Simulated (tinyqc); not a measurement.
From pH1 back to log10 of the dissolved activity a: potential-pH (Pourbaix) lines of a metal, its cation, its oxide and an oxyanion, with a complexing ligand. Computed by tinyqc, a small Python program. Command: `OMP_NUM_THREADS=1 python tinyqc.py 3026737 3026738 out.jsonl pourb inv`. One thread of a shared host (Intel(R) Xeon(R) Processor @ 2.30GHz), about 0.01 s of CPU time with the checks.

Potentials are against the standard hydrogen electrode; solids and water have unit activity; dG_f of M, H+ and the electron is zero; F = e N_A and s = R T ln(10)/F. The cation carries z = 2.

Inputs (values chosen for the exercise, modelled on cobalt):

| quantity | value | unit |
|---|---|---|
| dG_f of the cation | -55.24 | kJ/mol |
| dG_f of the oxide | -214.39 | kJ/mol |
| dG_f of the oxyanion | -289 | kJ/mol |
| dG_f of water | -237.14 | kJ/mol |
| temperature T | 298.15 | K |

Species: M, M2+, MO, MO2(2-).

Constants: R = 8.314462618 J/(mol K); e = 1.602176634e-19 C; N_A = 6.02214076e+23 1/mol.

Method. M2+ + 2e = M; MO + 2H+ + 2e = M + H2O; MO2(2-) + 4H+ + 2e = M + 2H2O. For each, E0 = -dG/(z F), and E = E0 + (s/z) log10 a - (s n_H/z) pH, with no activity term for the oxide. Two oxidised species coexist where their lines against the metal cross: pH1 (cation/oxide) = [E0(oxide) - E0(cation)]/s - (log10 a)/z; pH2 (oxide/oxyanion) = {[E0(oxyanion) - E0(oxide)]/s + (log10 a)/z}/(4/z - 1).

Task: A run gave the result below. Find the log10 of the dissolved activity a, known to lie between -4.2 and -1.8.

pH1 = 8.226128

Result:

Each step takes the trial c = (a f_b - b f_a)/(f_b - f_a), f being the result less the target; c replaces end b, the old b replaces a if the sign of f changed, and otherwise f_a is halved.

Scan of the range:

| log10 of the dissolved activity a | pH1 |
|---|---|
| -4.2 | 8.93163 |
| -3.8 | 8.73163 |
| -3.4 | 8.53163 |
| -3.0 | 8.33163 |
| -2.6 | 8.13163 |
| -2.2 | 7.93163 |
| -1.8 | 7.73163 |

False position (Illinois rule) inside the bracket:

| step | end a | end b | trial | pH1 |
|---|---|---|---|---|
| 1 | -3 | -2.6 | -2.78900 | 8.226128 |

pH1 falls at every point of a 13-point scan of the range (every second point is shown), so one value fits; it is bracketed by -3.00 and -2.60. The scan shows a straight line, so linear interpolation between any two rows gives the answer at once. Answer: log10 of the dissolved activity a = -2.789.
